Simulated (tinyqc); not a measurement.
Empirical pseudopotential in a few plane waves, step by step. One step of it, computed by the program tinyqc.

Task: Bloch Hamiltonian at k. Basis: the 15 shortest G (labels in 2 pi/a), the same at every k. H(G,G') = c |k + G|^2 delta + VS(|G-G'|^2) cos((G-G').tau) + i VA sin((G-G').tau), tau = a/8 (1,1,1); 1 Ry = 13.605693 eV.

Parameters chosen for this model: fcc lattice, atoms at +/- a/8 (1,1,1); form factors in rydberg at |G|^2 in units of (2 pi/a)^2:
```
parameter                 value      unit
a                      6.420000  angstrom
VS(3)                 -0.218000        Ry
VS(8)                  0.018000        Ry
VS(11)                 0.050000        Ry
VA(3)                  0.084000        Ry
VA(4)                  0.060000        Ry
VA(11)                 0.015000        Ry
hbar^2/2m (2 pi/a)^2   3.649326        eV
```

k point k (2 pi / a): [0.100000, -0.280000, 0.290000]

Give: H(k) at k.

Result:

H(k) at k (eV):
```
                 +0+0+0           -1-1-1           -1-1+1           -1+1-1
+0+0+0           0.6295   2.0973+0.8081i  -2.0973+0.8081i  -2.0973+0.8081i
-1-1-1   2.0973-0.8081i          10.7746   0.0000-0.8163i   0.0000-0.8163i
-1-1+1  -2.0973-0.8081i   0.0000+0.8163i          15.0079           0.2449
-1+1-1  -2.0973-0.8081i   0.0000+0.8163i           0.2449           6.6874
-1+1+1  -2.0973+0.8081i          -0.2449   0.0000+0.8163i   0.0000+0.8163i
+1-1-1  -2.0973-0.8081i   0.0000+0.8163i           0.2449           0.2449
+1-1+1  -2.0973+0.8081i          -0.2449   0.0000+0.8163i           0.0000
+1+1-1  -2.0973+0.8081i          -0.2449           0.0000   0.0000+0.8163i
+1+1+1   2.0973+0.8081i           0.0000          -0.2449          -0.2449
-2+0+0   0.0000-0.8163i  -2.0973+0.8081i  -2.0973-0.8081i  -2.0973-0.8081i
+0-2+0   0.0000-0.8163i  -2.0973+0.8081i  -2.0973-0.8081i   0.4810-0.1443i
+0+0-2   0.0000-0.8163i  -2.0973+0.8081i   0.4810-0.1443i  -2.0973-0.8081i
+0+0+2   0.0000+0.8163i  -0.4810-0.1443i   2.0973+0.8081i  -0.4810+0.1443i
+0+2+0   0.0000+0.8163i  -0.4810-0.1443i  -0.4810+0.1443i   2.0973+0.8081i
+2+0+0   0.0000+0.8163i  -0.4810-0.1443i  -0.4810+0.1443i  -0.4810+0.1443i

                 -1+1+1           +1-1-1           +1-1+1           +1+1-1
+0+0+0  -2.0973-0.8081i  -2.0973+0.8081i  -2.0973-0.8081i  -2.0973-0.8081i
-1-1-1          -0.2449   0.0000-0.8163i          -0.2449          -0.2449
-1-1+1   0.0000-0.8163i           0.2449   0.0000-0.8163i           0.0000
-1+1-1   0.0000-0.8163i           0.2449           0.0000   0.0000-0.8163i
-1+1+1          10.9206           0.0000           0.2449           0.2449
+1-1-1           0.0000          12.2344   0.0000-0.8163i   0.0000-0.8163i
+1-1+1           0.2449   0.0000+0.8163i          16.4676           0.2449
+1+1-1           0.2449   0.0000+0.8163i           0.2449           8.1471
+1+1+1   0.0000+0.8163i          -0.2449   0.0000+0.8163i   0.0000+0.8163i
-2+0+0   2.0973-0.8081i   0.4810-0.1443i  -0.4810-0.1443i  -0.4810-0.1443i
+0-2+0  -0.4810-0.1443i  -2.0973-0.8081i   2.0973-0.8081i  -0.4810-0.1443i
+0+0-2  -0.4810-0.1443i  -2.0973-0.8081i  -0.4810-0.1443i   2.0973-0.8081i
+0+0+2  -2.0973+0.8081i  -0.4810+0.1443i  -2.0973+0.8081i   0.4810+0.1443i
+0+2+0  -2.0973+0.8081i  -0.4810+0.1443i   0.4810+0.1443i  -2.0973+0.8081i
+2+0+0   0.4810+0.1443i   2.0973+0.8081i  -2.0973+0.8081i  -2.0973+0.8081i

                 +1+1+1           -2+0+0           +0-2+0           +0+0-2
+0+0+0   2.0973-0.8081i   0.0000+0.8163i   0.0000+0.8163i   0.0000+0.8163i
-1-1-1           0.0000  -2.0973-0.8081i  -2.0973-0.8081i  -2.0973-0.8081i
-1-1+1          -0.2449  -2.0973+0.8081i  -2.0973+0.8081i   0.4810+0.1443i
-1+1-1          -0.2449  -2.0973+0.8081i   0.4810+0.1443i  -2.0973+0.8081i
-1+1+1   0.0000-0.8163i   2.0973+0.8081i  -0.4810+0.1443i  -0.4810+0.1443i
+1-1-1          -0.2449   0.4810+0.1443i  -2.0973+0.8081i  -2.0973+0.8081i
+1-1+1   0.0000-0.8163i  -0.4810+0.1443i   2.0973+0.8081i  -0.4810+0.1443i
+1+1-1   0.0000-0.8163i  -0.4810+0.1443i  -0.4810+0.1443i   2.0973+0.8081i
+1+1+1          12.3803  -0.4810-0.1443i  -0.4810-0.1443i  -0.4810-0.1443i
-2+0+0  -0.4810+0.1443i          13.7671           0.2449           0.2449
+0-2+0  -0.4810+0.1443i           0.2449          19.3141           0.2449
+0+0-2  -0.4810+0.1443i           0.2449           0.2449          10.9936
+0+0+2  -2.0973-0.8081i          -0.2449          -0.2449           0.0000
+0+2+0  -2.0973-0.8081i          -0.2449           0.0000          -0.2449
+2+0+0  -2.0973-0.8081i           0.0000          -0.2449          -0.2449

                 +0+0+2           +0+2+0           +2+0+0
+0+0+0   0.0000-0.8163i   0.0000-0.8163i   0.0000-0.8163i
-1-1-1  -0.4810+0.1443i  -0.4810+0.1443i  -0.4810+0.1443i
-1-1+1   2.0973-0.8081i  -0.4810-0.1443i  -0.4810-0.1443i
-1+1-1  -0.4810-0.1443i   2.0973-0.8081i  -0.4810-0.1443i
-1+1+1  -2.0973-0.8081i  -2.0973-0.8081i   0.4810-0.1443i
+1-1-1  -0.4810-0.1443i  -0.4810-0.1443i   2.0973-0.8081i
+1-1+1  -2.0973-0.8081i   0.4810-0.1443i  -2.0973-0.8081i
+1+1-1   0.4810-0.1443i  -2.0973-0.8081i  -2.0973-0.8081i
+1+1+1  -2.0973+0.8081i  -2.0973+0.8081i  -2.0973+0.8081i
-2+0+0          -0.2449          -0.2449           0.0000
+0-2+0          -0.2449           0.0000          -0.2449
+0+0-2           0.0000          -0.2449          -0.2449
+0+0+2          19.4600           0.2449           0.2449
+0+2+0           0.2449          11.1396           0.2449
+2+0+0           0.2449           0.2449          16.6865
```
